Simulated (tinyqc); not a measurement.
Electromigration in a confined line: Blech product, Korhonen stress evolution and Black's law: one step, computed by the program tinyqc. Command: `OMP_NUM_THREADS=1 python tinyqc.py 3017968 3017969 out.jsonl emigr walk`. One thread of a shared host (Intel(R) Xeon(R) Processor @ 2.30GHz), about 0.01 s of CPU time with the checks.

The electron wind pushes atoms from the cathode (x = 0) to the anode (x = L); blocking ends build a back stress (tension positive). The input rho is taken not to change with temperature. d sigma/dt = d/dx [kappa (d sigma/dx + G)], with zero flux at both ends and sigma = sigma_0 at t = 0.

Problem. Time to nucleate a void. sigma(x, t) = sigma_0 + G L [1/2 - x/L - 4 sum_(m odd) cos(m pi x/L) exp(-m^2 pi^2 s)/(m pi)^2], s = t/tau, summed to m = 399. Solve sigma(0, t) = sigma_c for s; the semi-infinite estimate is t = (pi/kappa) ((sigma_c - sigma_0)/(2 G))^2.

Inputs (values chosen for the exercise, close to those used for copper lines):
```
quantity                 value  unit
critical stress sigma_c    150   MPa
initial stress sigma_0      20   MPa
line length L              110    um
test temperature T         330     C
```

Start: thermal stress.

stress gradient G = 4.828852 MPa/um

tau = 64.11189 h

kappa = 5.242571e-14 m^2/s

Give: nucleation time; semi-infinite estimate.

Solution.

nucleation time = 3.0206 h

semi-infinite estimate = 3.0161 h

The two agree: the void nucleates before the far end is felt, so the time scales as 1/j^2 and not with L.
